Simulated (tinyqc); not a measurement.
# Octagonal on-chip spiral inductor, lumped pi model: two studies

Outer diameter do = di + 2 n wd + 2 (n - 1) sp, mean da = (do + di)/2, fill p = (do - di)/(do + di), length l = 3.314 n da. L = 2.25 mu0 n^2 da/(1 + 3.55 p), mu0 = 4 pi 1e-7 H/m. Rs = rho l/(wd delta (1 - exp(-th/delta))), delta = sqrt(rho/(pi f mu0)). Cs = n wd^2 eps0 eo/hu across the coil. At each end Cox = l wd eps0 eo/(2 ho) leads to the substrate branch Rsi = 2 rs he/(l wd) in parallel with Csi = l wd eps0 11.7/(2 he). With one end grounded Y = 1/(Rs + i w L) + i w Cs + 1/[1/(i w Cox) + 1/(1/Rsi + i w Csi)], w = 2 pi f; Q = -Im Y/Re Y. Eddy currents in neighbouring turns and in the substrate are left out.

Inputs (values chosen for the exercise); values of the order met in silicon radio-frequency processes: number of turns n = 1.5; line width wd = 10 um; space between turns sp = 3 um; inner diameter di = 40 um; metal thickness th = 4 um; metal resistivity rho = 2.2 uohm cm; oxide below the coil ho = 3.7 um; oxide between coil and underpass hu = 1.4 um; relative permittivity of the oxide eo = 3; substrate resistivity rs = 10 ohm cm; effective spreading depth in the substrate he = 80 um; frequency f = 4.4 GHz.

Constants: eps0 = 8.8541878128e-12 F/m. Results are converted to the units shown.

Each table varies one quantity; the others keep the values above.

## Quality factor against frequency

Apparent inductance Im(1/Y)/w; share of the loss Re(substrate branch)/Re Y.

Results:
```
f (GHz)  Rs (ohm)  w L/Rs       Q  apparent inductance (nH)  loss in the substrate (%)
3         0.47880  6.9476  6.9314                   0.17655                    0.18399
4.9       0.59335  9.1571  9.1009                   0.17663                    0.51324
8.1       0.75099  11.960  11.784                   0.17685                     1.2416
22         1.2281  19.863  18.446                   0.17912                     5.7061
35         1.5486  25.061  21.488                   0.18331                     10.888
58         1.9934  32.263  22.939                   0.19661                     20.713
94         2.5377  41.073  19.464                   0.24143                     35.037
150        3.2057  51.884  7.7496                   0.55697                     52.093
```

Estimate the missing row, f = 13 GHz.

Computed row:
```
f (GHz)  Rs (ohm)  w L/Rs       Q  apparent inductance (nH)  loss in the substrate (%)
13        0.94585  15.240  14.759                   0.17740                     2.6214
```

With this row back in the table: Q goes from 6.93 through a maximum of 22.9 (at f = 58 GHz among the rows listed) to 7.75; the exact peak is 23.0 at 55.3 GHz and Q reaches zero at the self-resonance, 181 GHz. The share of the substrate rises from 0.184 to 52.1 %, and the apparent inductance ends at 3.16 times L. At the peak the substrate takes 19.6 % of the loss. For f = 94, 150 the coil is longer than 0.15 of a wavelength in the oxide, where one lumped section is rough.

## Effect of the number of turns

Same model as above.

Peak Q and its frequency from a search over f; self-resonance where Im Y = 0; Q at the given f (negative beyond resonance).

Results:
```
n    L (nH)  do (um)  peak Q  f of the peak (GHz)  self-resonance (GHz)  Q at f
1.5  0.1765    73.00   22.96                55.28                 180.8   8.589
2.5  0.4899    99.00   17.18                18.18                 80.80   11.28
3.5   1.010    125.0   13.73                7.702                 45.77   12.58
4.5   1.785    151.0   11.73                3.890                 29.21   11.66
6.5   4.293    203.0   9.956                1.708                 14.32   5.582
8.5   8.400    255.0   9.085                1.069                 7.812   1.526
```

Estimate the missing row, n = 5.5.

Computed row:
```
n    L (nH)  do (um)  peak Q  f of the peak (GHz)  self-resonance (GHz)  Q at f
5.5   2.863    177.0   10.63                2.395                 20.00   8.794
```

With this row back in the table: As n goes from 1.5 to 8.5, L rises from 0.176 to 8.40 nH, the peak Q falls from 23.0 to 9.08, its frequency falls from 55.3 to 1.07 GHz and the self-resonance falls from 181 to 7.81 GHz.

Program tinyqc, `OMP_NUM_THREADS=1 python tinyqc.py 2302127 2302128 out.jsonl`; Intel Xeon 2.30GHz, shared host, one thread, about 0.01 s.
